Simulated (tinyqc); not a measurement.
Single-electron transistor, orthodox theory and master equation: one step of the calculation.

A metal island with n extra electrons joins the left lead (voltage V) and the right lead (0 V) by tunnel junctions and couples to a gate. Cs = CL + CR + Cg. Adding electron n + 1 costs mu(n) = [q (n + 1/2) - CL V - Cg Vg]/Cs (in volts); the Fermi levels are -V (left) and 0 (right). A jump that gains the energy W has the rate G(W) = (W/q)/(R [1 - exp(-W/Vt)]), W in volts, Vt = kB T/q. Sequential tunnelling only; I > 0 flows from left to right.

Question. Charging energy and addition levels. q/Cs, the gate period q/Cg, and mu(n) for the transitions kept.

Inputs (values chosen for the exercise):

| symbol | value | unit | meaning |
|---|---|---|---|
| CL | 11 | aF | capacitance of the left junction |
| CR | 16 | aF | capacitance of the right junction |
| Cg | 2.9 | aF | gate capacitance |
| T | 2.7 | K | temperature |
| V | 6.8 | mV | bias of the left lead |
| Vg | 33 | mV | gate voltage |
| n0 | -1 |  | lowest charge state kept |
| n1 | 2 |  | highest charge state kept |

Constants: q = 1.602176634e-19 C, kB = 1.380649e-23 J/K, Vt = kB T/q. Results are converted to the units shown.

Wanted: q/Cs; q/Cg; kB T/(q^2/Cs); mu(n).

Answer.

q/Cs = 5.3585 mV
q/Cg = 55.247 mV
kB T/(q^2/Cs) = 0.043421
mu(n), n to n + 1, n -1 to 1 (mV): [-8.3816, -3.0231, 2.3353]

Range of the model: Cotunnelling, which dominates deep in the blockade, is left out.

Program tinyqc, `OMP_NUM_THREADS=1 python tinyqc.py 2780034 2780035 out.jsonl`; Intel Xeon 2.30GHz, shared host, one thread, about 0.01 s.
